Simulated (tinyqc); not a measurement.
Comparisons within one model: polytypes by hexagonality, and a cubic inclusion as a quantum well. A value that a table varies takes the place of the one given here.

Gap: E3 + (Es - E3) h/hs for h up to hs, then linear from Es to E2 at h = 1. Valence top Ev2 h and polarisation P2 h, both counted from 3C; Ec = Ev + gap.

A cubic inclusion of width L = N d in the host (h = 0.5) is a well of depth V = Ec(host) - Ec(3C). Square well with mass mismatch: k tan(k L/2) = (m_w/m_b) q, k = sqrt(m_w E/c), q = sqrt(m_b (V - E)/c), c = hbar^2/2m0, lowest root. The depth of the level, V - E, is its binding, and the transition to the valence top of the host is gap(host) - (V - E). The step in polarisation gives a field |F| = |P|/(eps eps0) in a thin inclusion, eps0 = 8.8541878e-12 F/m.

Constants: hbar^2/2m0 = 3.80998211 eV angstrom^2.

Parameters, chosen for this exercise (of the order of those of SiC; not measured data):
```
symbol  value           unit      meaning
E3      2.411           eV        gap of the cubic polytype
E2      3.353           eV        gap of 2H
Ev2     0.125           eV        valence top of 2H above that of 3C
P2      -0.0365         C/m^2     spontaneous polarisation of 2H
Es      3.244           eV        gap at the hexagonality hs
hs      0.5                       hexagonality up to which the first line holds
m       (0.297, 0.345)  m0        electron mass along c in the cubic layer and in the host
d       2.514           angstrom  thickness of a double layer
eps     10.1                      dielectric constant
N       5                         double layers in the cubic inclusion
```

## Width of the inclusion

Without the field: square well. With it, the potential inside is |F| (z - L/2), the host conduction edge lies at V - |F| L/2 on one side and V + |F| L/2 on the other, and the lowest level E_F is found by finite differences (step 0.25 angstrom, wide box, good to about 1 meV). Holes sit in the host on the high side, so the transition is gap(host) - V + E_F - |F| L/2. A dash: bound by less than 2 meV or not at all.

Results:
```
N   L (angstrom)  depth (eV)  transition (eV)  depth below the low side, with field (eV)  transition with field (eV)
1           2.51       0.097            3.147                                      0.073                       3.119
2           5.03       0.275            2.969                                      0.226                       2.916
3           7.54       0.425            2.819                                      0.351                       2.739
4          10.06       0.533            2.711                                      0.436                       2.602
6          15.08       0.667            2.577                                      0.525                       2.411
8          20.11       0.739            2.505                                      0.558                       2.275
12         30.17       0.810            2.434                                      0.573                       2.056
```

The square well binds a level even at N = 1 (97 meV), as any symmetric one-dimensional well does; the depth grows to 810 of 896 meV, and the transition tends to E3 - Ev(host) = 2.349 eV. With the field the level is bound by 2 meV or more for N = 1, 2, 3, 4, 6, 8 and 12, and the transition is lowered by 27 meV at N = 1 and 379 meV at N = 12, where |F| L/2 = 308 meV. Free carriers or surface charge screen the field and the step between the two sides, and the attraction to the hole, left out here, binds the electron further.

## The same inclusion in several hosts

h from the stacking: 8H 1/4, 6H 1/3, 15R 2/5, 4H 1/2, 9R 2/3, 2H 1. V = Ec(host) - Ec(3C); square-well level from k tan(k L/2) = (m_w/m_b) q, k = sqrt(m_w E/c), q = sqrt(m_b (V - E)/c), L = N d; |F| = |P|/(eps eps0), eps0 = 8.8541878e-12 F/m.

Results:
```
host      h  gap (eV)  V (eV)  depth (eV)  |F| (MV/cm)
8H    0.250     2.828   0.448       0.244         1.02
6H    0.333     2.966   0.597       0.361         1.36
15R   0.400     3.077   0.716       0.459         1.63
4H    0.500     3.244   0.895       0.611         2.04
9R    0.667     3.280   0.953       0.660         2.72
2H    1.000     3.353   1.067       0.761         4.08
```

From 8H to 4H the well deepens by a factor of 2.00 and the bound level by 2.51, between the limits of a wide well (as V) and a thin one (as V^2); in 4H the level keeps 68 % of V; from 4H to 2H the gap gains only 109 meV while the field doubles. The depths leave the field out, although its drop |F| L reaches 513 meV in 2H.

## What each parameter does

Well depth, depth of the level, transition without the field and field. Each row changes one parameter from the base and keeps the others.

Results:
```
case                   V (eV)  depth (eV)  transition (eV)  |F| (MV/cm)
base                   0.8955      0.6108           2.6332        2.041
N = 6                  0.8955      0.6666           2.5774        2.041
Ev2 = 0.155 eV         0.9105      0.6237           2.6203        2.041
E3 = 2.391 eV          0.9155      0.6281           2.6159        2.041
E2 = 3.383 eV          0.8955      0.6108           2.6332        2.041
P2 = -0.0474 C/m^2     0.8955      0.6108           2.6332        2.650
eps = 11.1             0.8955      0.6108           2.6332        1.857
m = (0.356, 0.345) m0  0.8955      0.6260           2.6180        2.041
```

The largest shifts from the base row, up to three for each result and ties (the steps differ in size, so this ranks the rows, not the parameters). V (eV): E3 +0.0200, Ev2 +0.0150; unchanged at the printed digits by N, E2, P2, eps and m. depth (eV): N +0.0558, E3 +0.0173, m +0.0153; unchanged at the printed digits by E2, P2 and eps. transition (eV): N -0.0558, E3 -0.0173, m -0.0153; unchanged at the printed digits by E2, P2 and eps. |F| (MV/cm): P2 +0.609, eps -0.184; unchanged at the printed digits by N, Ev2, E3, E2 and m.

tinyqc: `OMP_NUM_THREADS=1 python tinyqc.py 1880267 1880268 out.jsonl`; about 0.04 s, one thread, shared Intel(R) Xeon(R) Processor @ 2.30GHz.
